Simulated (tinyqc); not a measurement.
MP2 on RHF in the 3-21g basis, for H2, spin multiplicity 1, step by step. Computed by tinyqc, a small Python program that keeps every step (integrals from PySCF). Settings: charge = 0, multiplicity = 1, basis = 3-21g, method = RHF, energy threshold = 1e-10, iteration cap = 85, orthogonalisation = canonical, start = atomic densities, DIIS depth = 6. Command: `OMP_NUM_THREADS=1 python tinyqc.py 21194 21195 out.jsonl` (the two numbers bound the seeds that draw the settings). One thread of a shared host (Intel(R) Xeon(R) Processor @ 2.60GHz), about 0.08 s of CPU time with the checks. The early iterations of the SCF are left out here.

## One-electron integrals

Geometry (angstrom):
```
atom       x       y       z
H     0.0000  0.0000  0.0000
H     0.0000  0.0000  0.7860
```

Basis 3-21g: exponents (1/bohr^2) and contraction coefficients of normalised primitives:
```
element  l (shell)  exponent  coefficient
H            s (1)    5.4472       0.1563
H            s (1)    0.8245       0.9047
H            s (2)    0.1832       1.0000
```

Overlap, kinetic and nuclear-attraction integrals over the contracted functions; the nuclear repulsion is the sum of Za Zb / Rab.

nuclear repulsion = 0.673253 hartree

overlap S, order 1H 1s, 1H 2s, 2H 1s, 2H 2s:
```
[[1.0000, 0.6459, 0.3620, 0.4626],
 [0.6459, 1.0000, 0.4626, 0.8170],
 [0.3620, 0.4626, 1.0000, 0.6459],
 [0.4626, 0.8170, 0.6459, 1.0000]]
```

kinetic energy T (hartree), order 1H 1s, 1H 2s, 2H 1s, 2H 2s:
```
[[1.5494, 0.2932, 0.1553, 0.1631],
 [0.2932, 0.2748, 0.1631, 0.1943],
 [0.1553, 0.1631, 1.5494, 0.2932],
 [0.1631, 0.1943, 0.2932, 0.2748]]
```

nuclear attraction V (hartree), order 1H 1s, 1H 2s, 2H 1s, 2H 2s:
```
[[-2.3903, -1.2031, -0.8400, -0.8936],
 [-1.2031, -1.2192, -0.8936, -1.0452],
 [-0.8400, -0.8936, -2.3903, -1.2031],
 [-0.8936, -1.0452, -1.2031, -1.2192]]
```

core Hamiltonian H = T + V (hartree), order 1H 1s, 1H 2s, 2H 1s, 2H 2s:
```
[[-0.8409, -0.9099, -0.6848, -0.7305],
 [-0.9099, -0.9444, -0.7305, -0.8510],
 [-0.6848, -0.7305, -0.8409, -0.9099],
 [-0.7305, -0.8510, -0.9099, -0.9444]]
```

## Two-electron integrals

Functions are numbered as in S; the eight-fold symmetry (ij|kl) = (ji|kl) = (kl|ij) leaves the list below.

Two-electron integrals (ij|kl) in chemists' order, unique and non-zero (hartree):
```
(11|11) 1.1401   (21|11) 0.6114   (21|21) 0.3452   (22|11) 0.6264
(22|21) 0.3803   (22|22) 0.4830   (31|11) 0.3367   (31|21) 0.1915
(31|22) 0.2127   (31|31) 0.1372   (32|11) 0.3189   (32|21) 0.1927
(32|22) 0.2391   (32|31) 0.1457   (32|32) 0.1765   (33|11) 0.6446
(33|21) 0.3982   (33|22) 0.5091   (33|31) 0.3367   (33|32) 0.4307
(33|33) 1.1401   (41|11) 0.4307   (41|21) 0.2441   (41|22) 0.2706
(41|31) 0.1457   (41|32) 0.1499   (41|33) 0.3189   (41|41) 0.1765
(42|11) 0.4841   (42|21) 0.2958   (42|22) 0.3817   (42|31) 0.1834
(42|32) 0.2177   (42|33) 0.4841   (42|41) 0.2177   (42|42) 0.3224
(43|11) 0.3982   (43|21) 0.2451   (43|22) 0.3160   (43|31) 0.1915
(43|32) 0.2441   (43|33) 0.6114   (43|41) 0.1927   (43|42) 0.2958
(43|43) 0.3452   (44|11) 0.5091   (44|21) 0.3160   (44|22) 0.4251
(44|31) 0.2127   (44|32) 0.2706   (44|33) 0.6264   (44|41) 0.2391
(44|42) 0.3817   (44|43) 0.3803   (44|44) 0.4830
```

## Orthogonalisation

S = U s U^T; canonical form X = U s^(-1/2), so that X^T S X = 1. Each column of U has its largest component positive (the first on a tie).

eigenvalues of S: [0.1183, 0.4579, 0.7026, 2.7212]

X, order 1H 1s, 1H 2s, 2H 1s, 2H 2s:
```
[[-0.6836, 0.8098, 0.7956, 0.2709],
 [1.9385, -0.6605, 0.2806, 0.3322],
 [0.6836, 0.8098, -0.7956, 0.2709],
 [-1.9385, -0.6605, -0.2806, 0.3322]]
```

## Iteration 5 (converged): orbitals

converged F (hartree), order 1H 1s, 1H 2s, 2H 1s, 2H 2s:
```
[[0.1188, -0.4896, -0.5123, -0.4984],
 [-0.4896, -0.3496, -0.4984, -0.3984],
 [-0.5123, -0.4984, 0.1188, -0.4896],
 [-0.4984, -0.3984, -0.4896, -0.3496]]
```

Diagonalise F' = X^T F X, C = X C', fill 1 alpha and 1 beta electrons from the bottom; D = 2 C_occ C_occ^T. Each column has its largest component positive (the first on a tie).

F' = X^T F X (hartree):
```
[[0.9096, 0.0000, -0.6095, 0.0000],
 [0.0000, 0.9450, 0.0000, -0.0224],
 [-0.6095, 0.0000, 0.8144, 0.0000],
 [0.0000, -0.0224, 0.0000, -0.5785]]
```

orbital energies (hartree): [-0.5788, 0.2507, 0.9453, 1.4733]

coefficients C, order 1H 1s, 1H 2s, 2H 1s, 2H 2s:
```
[[0.2828, 0.1199, 0.8057, -1.0421],
 [0.3224, 1.5222, -0.6653, 1.2326],
 [0.2828, -0.1199, 0.8057, 1.0421],
 [0.3224, -1.5222, -0.6653, -1.2326]]
```

D after iteration 5, order 1H 1s, 1H 2s, 2H 1s, 2H 2s:
```
[[0.1600, 0.1824, 0.1600, 0.1824],
 [0.1824, 0.2079, 0.1824, 0.2079],
 [0.1600, 0.1824, 0.1600, 0.1824],
 [0.1824, 0.2079, 0.1824, 0.2079]]
```

## Convergence

Stop when the energy changes by less than 1e-10 hartree and every element of the error matrix X^T (F D S - S D F) X is below 3e-06.

Course of the cycle:
```
iteration  E (hartree)     change  largest element of the error matrix
1            -0.798241          -                             1.48e-01
2            -1.120660  -3.22e-01                             3.82e-02
3            -1.121215  -5.55e-04                             2.97e-03
4            -1.121218  -3.39e-06                             1.20e-06
5            -1.121218  -4.33e-13                             5.48e-07
```

PySCF RHF in the same basis = -1.121218 hartree

Converged in 5 iterations.

## Integrals over molecular orbitals

(pq|rs) = sum C_ip C_jq C_kr C_ls (ij|kl), one index at a time.

one-electron integrals over orbitals h = C^T H C (hartree):
```
[[-1.2157, 0.0000, -0.1601, 0.0000],
 [0.0000, -0.5685, 0.0000, 0.2047],
 [-0.1601, 0.0000, -0.0529, 0.0000],
 [0.0000, 0.2047, 0.0000, 0.2989]]
```

Two-electron integrals over orbitals (pq|rs), unique and non-zero (hartree):
```
(11|11) 0.6369    (21|21) 0.0939    (22|11) 0.4565    (22|22) 0.4123
(31|11) 0.1601    (31|22) 0.0588    (31|31) 0.1109    (32|21) -0.0120
(32|32) 0.0349    (33|11) 0.5546    (33|22) 0.4122    (33|31) 0.1316
(33|33) 0.5072    (41|21) -0.0805   (41|32) -0.0319   (41|41) 0.1266
(42|11) -0.1426   (42|22) -0.0617   (42|31) -0.0791   (42|33) -0.1117
(42|42) 0.0744    (43|21) -0.1000   (43|32) -0.0129   (43|41) 0.1268
(43|43) 0.1502    (44|11) 0.6505    (44|22) 0.4688    (44|31) 0.1979
(44|33) 0.5821    (44|42) -0.1703   (44|44) 0.7295
```

## Second-order Moller-Plesset energy

Hartree-Fock energy = -1.121218 hartree

E2 = sum_ijab (ia|jb) [2 (ia|jb) - (ib|ja)] / (e_i + e_j - e_a - e_b) over occupied i, j and virtual a, b; the opposite-spin part is (ia|jb)^2 / denominator, the rest is same-spin, and SCS-MP2 scales them by 6/5 and 1/3.

Terms:
```
i  j  a  b  (ia|jb)  (ib|ja)  denominator     term
1  1  2  2   0.0939   0.0939      -1.6589  -0.0053
1  1  3  3   0.1109   0.1109      -3.0483  -0.0040
1  1  4  4   0.1266   0.1266      -4.1043  -0.0039
1  1  2  4  -0.0805  -0.0805      -2.8816  -0.0023
1  1  4  2  -0.0805  -0.0805      -2.8816  -0.0023
```

Pair energies (hartree; pair i-j sums ij and ji):
```
pair  opposite spin  same spin
1-1         -0.0178     0.0000
```

MP2 correlation energy = -0.017753 hartree

SCS-MP2 correlation energy = -0.021303 hartree

MP2 total energy = -1.138971 hartree
